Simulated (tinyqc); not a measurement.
RKS/B3LYP (VWN-RPA form) in the sto-3g basis, for Li+, spin multiplicity 1, step by step. One step of it, computed by the program tinyqc.

Problem. Iteration 2: DIIS coefficients. Solve [B -1; -1 0][c; lambda] = [0; -1] for the coefficients, which sum to one.

B (overlaps of the stored error matrices):
```
               1              2
1  2.7700412e-03  7.4081710e-04
2  7.4081710e-04  1.9812340e-04
```

Give: DIIS coefficients.

Solution.

DIIS coefficients: -0.365  1.365
